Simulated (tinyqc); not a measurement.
Comparisons within one model: Wannier-Stark ladder of a miniband. A value that a table varies takes the place of the one given here.

One state in each well j = -(Nw - 1)/2 ... (Nw - 1)/2: H_jj = j e F d, H_(j,j+1) = -W/4; 1 kV/cm = 0.01 meV/angstrom. In an infinite chain the levels are j e F d and the state of well 0 has amplitude J_j(x) in size on well j, x = W/(2 e F d).

Constants: hbar = 6.58211957e-16 eV s.

Values chosen for the exercise (near those of an InGaAs/InAlAs superlattice; the results hold for these values, not for the real material): W = 13 meV (miniband width); d = 80 angstrom (period); Nw = 7 (wells); Fs = (2.1, 2.9, 3.9, 5.5, 8.4, 14, 31) kV/cm (fields); G = 8 meV (hbar/tau); F = 3.4 kV/cm (field).

## Raising the field

Infinite-chain weights beside the middle spacing of the finite stack.

Results:
```
F (kV/cm),e F d (meV),x,J_0^2,J_1^2,J_2^2,middle spacing/(e F d)
2.1,1.68,3.869,0.162,0.000,0.156,1.4369
2.9,2.32,2.802,0.035,0.167,0.228,1.1553
3.9,3.12,2.083,0.031,0.325,0.138,1.0465
5.5,4.40,1.477,0.275,0.308,0.051,1.0088
8.4,6.72,0.967,0.608,0.184,0.012,1.0009
14,11.20,0.580,0.842,0.077,0.002,1.0000
31,24.80,0.262,0.966,0.017,0.000,1.0000
```

J_0 vanishes at x = 2.405, F = 3.4 kV/cm, where the line at j = 0 disappears; J_0^2 overtakes J_1^2 for good at x = 1.435, F = 5.7 kV/cm, and reaches 0.97 in the last row. The 7 wells reproduce the middle spacing of the even ladder to 1 % from 5.5 kV/cm on, where the swing W/(e F d) = 2x is 3.0 periods. The lines are seen apart only where e F d exceeds their width, usually a few meV.

## Drift velocity with scattering

Esaki-Tsu: v = v0 y/(1 + y^2), y = e F d/G, v0 = W d/(2 hbar), at zero temperature; 1 angstrom/s = 1e-8 cm/s, 1 kV/cm = 0.01 meV/angstrom. The last column is dv/dF in cm^2/(V s).

Results:
```
y,F (kV/cm),v (1e6 cm/s),dv/dF
0.1,1.00,0.78,767
0.3,3.00,2.17,605
0.6,6.00,3.49,273
1.0,10.00,3.95,0
1.5,15.00,3.65,-93
2.5,25.00,2.72,-79
4.0,40.00,1.86,-41
```

v0 = 7.90 x 1e6 cm/s
field at y = 1 = 10.00 kV/cm

The velocity peaks at v0/2 = 3.95 x 1e6 cm/s at 10.00 kV/cm and then falls: negative differential velocity, steepest at y = sqrt3 with -v0/(8 Fc) = -99 cm^2/(V s). The low-field mobility is v0/Fc = 790 cm^2/(V s). At the peak the swing is W/G = 1.6 periods, too few for the semiclassical picture to be safe.

## What each parameter does

e F d, x, J_0(x)^2 and the lowest level of the finite stack. Each row changes one parameter from the base and keeps the others.

Results:
```
case,e F d (meV),x,J_0^2,lowest level (meV)
base,2.72,2.390,0.000,-10.85
W = 16 meV,2.72,2.941,0.057,-11.86
d = 88 angstrom,2.99,2.172,0.016,-11.53
F = 2.38 kV/cm,1.90,3.414,0.134,-8.94
Nw = 9,2.72,2.390,0.000,-13.57
```

The largest shifts from the base row, up to three for each result and ties (the steps differ in size, so this ranks the rows, not the parameters). e F d (meV): F -0.82, d +0.27; unchanged at the printed digits by W and Nw. x: F +1.024, W +0.551, d -0.217; unchanged at the printed digits by Nw. J_0^2: F +0.134, W +0.057, d +0.016; unchanged at the printed digits by Nw. lowest level (meV): Nw -2.72, F +1.92, W -1.01.

Program tinyqc; command `OMP_NUM_THREADS=1 python tinyqc.py 1251046 1251047 out.jsonl`; about 0.07 s on one thread of a shared Intel(R) Xeon(R) Processor @ 2.30GHz.
